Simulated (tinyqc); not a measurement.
# Stillinger-Weber potential for a tetrahedral semiconductor, step by step

A worked calculation. Computed by tinyqc, a small Python program that keeps every step. Command: `OMP_NUM_THREADS=1 python tinyqc.py 3025706 3025707 out.jsonl swsi walk`. One thread of a shared host (Intel(R) Xeon(R) Processor @ 2.30GHz), about 0.04 s of CPU time with the checks. Intermediate numbers are printed to about 6 digits and carried at full precision; extremes and crossings named in words are read from the listed rows.

With x = r/sigma: pair term eps A (B x^-4 - 1) exp(1/(x - a)); for each pair of neighbours j, k of atom i, three-body term eps lambda exp(gamma/(x_ij - a) + gamma/(x_ik - a)) (cos theta_jik + 1/3)^2; both vanish beyond x = a. A = 7.049556277, B = 0.6022245584, a = 1.8.

Inputs (values chosen for the exercise, modelled on silicon):

| quantity | value | unit |
|---|---|---|
| energy scale eps | 2.264 | eV |
| length scale sigma | 2.112 | angstrom |
| three-body strength lambda | 18.7 | - |
| gamma | 1.2 | - |
| bond 1 of the trimer | 2.38 | angstrom |
| bond 2 of the trimer | 2.55 | angstrom |
| angle of the trimer theta | 156 | degrees |

displacement of one atom (angstrom): 0.0047  0.19  0.094

Constants: 1 eV/angstrom^3 = 160.2176634 GPa.

## A trimer

Atom 1 binds atoms 2 and 3 at the angle theta; the third side follows from the cosine rule. Sum the three pair terms and the three-body terms centred on each atom.

distance 2-3 = 4.82240 angstrom

pair terms (eV): 1-2 -2.26354, 1-3 -2.11582, 2-3 0.00000

three-body term at atom 1 = 0.316392 eV

three-body terms at atoms 2 and 3 = 0 eV

energy of the trimer = -4.06297 eV

The cut-off is 3.802 angstrom, so atoms 2 and 3 do not interact directly.

## The diamond lattice

All angles are tetrahedral, so only the pair term acts; its minimum lies at x = 2^(1/6) with depth eps, and second neighbours lie beyond the cut-off. a0 = 4 d/sqrt3; E = -2 eps per atom.

bond length d = 2.37064 angstrom

lattice constant a0 = 5.47476 angstrom

energy per atom = -4.528 eV

## Elastic constants and internal strain

Second derivatives of the energy per atom, volume a0^3/8: e_xx gives C11, e_xx = -e_yy gives 2 (C11 - C12), e_xy = e_yx = h/2 gives the unrelaxed C44(0). Under that shear the second sublattice shifts by u_z; minimising over u_z gives C44 = C44(0) - E_hu^2/(E_uu V) and Kleinman's zeta = |E_hu/E_uu|/(a0/4). The optical force constant is k = 4 E_uu, with M omega^2 = k at the zone centre.

C11 = 148.761 GPa

C12 = 80.6858 GPa

unrelaxed C44(0) = 110.941 GPa

C44 = 52.6622 GPa

internal strain zeta = 0.660388

optical force constant k = 36.5307 eV/angstrom^2

Internal relaxation lowers C44 by 53 %. zeta = 1 would keep all bond lengths equal under shear and 0 would move atoms with the lattice; the value here is 0.66. Caution: the original fit to silicon is too soft in shear (C44) and too stiff for the optical mode.

## One atom displaced in the eight-atom cell

Cubic cell of side a0 with periodic images; atoms 1 to 4 at (0,0,0), (0,1/2,1/2), (1/2,0,1/2), (1/2,1/2,0), atoms 5 to 8 shifted by (1/4,1/4,1/4). Atom 5 is moved by u. Forces are minus the gradient of the total energy.

bond lengths from atom 5 to atoms 1 to 4 (angstrom): 2.54070  2.21367  2.43204  2.32147

rise of the pair energy = 0.315714 eV

three-body energy = 0.0806904 eV

forces (eV/angstrom):
```
               x         y         z
atom 5   0.42789  -3.34403  -1.66556
atom 1   0.67470   0.97813   0.83627
atom 2  -1.10363   1.31145   1.17649
atom 3  -0.29482   0.54738  -0.12108
atom 4   0.27729   0.60330  -0.18322
```

Bond bending carries 20 % of the energy rise. The four neighbours take up a total force of 3.867 against 3.760 eV/angstrom on atom 5; the difference acts on atoms 6 to 8.

## Diamond against structures with more neighbours

Each structure is relaxed in its neighbour distance d (lowest minimum for d between sigma and 1.7 sigma), with all neighbours inside the cut-off, second shells too where they fall inside.

Energies per atom (eV):

| structure | first neighbours | d (angstrom) | pair | three-body | total | volume (angstrom^3) |
|---|---|---|---|---|---|---|
| diamond | 4 | 2.37064 | -4.52800 | 0.00000 | -4.52800 | 20.5119 |
| simple cubic | 6 | 2.60893 | -6.04138 | 1.61046 | -4.43092 | 17.7577 |
| bcc | 8 | 2.80987 | -7.09421 | 2.56914 | -4.52508 | 17.0781 |
| fcc | 12 | 2.93104 | -7.09004 | 2.67379 | -4.41625 | 17.8053 |

The order is diamond < bcc < simple cubic < fcc, the lowest two 0.003 eV apart. Against diamond the pair energy changes by -1.51 (simple cubic), -2.57 (bcc), -2.56 (fcc) eV, while angles away from 109.47 degrees cost 1.61, 2.57, 2.67 eV; the bonds stretch to 2.93 angstrom in fcc to weaken that penalty.

Checks made by the program: lattice sum at a0 (relative difference below 1e-10); B from the pair term alone, phi''(d)/(3 a0), against (C11 + 2 C12)/3 (relative difference 5e-07).
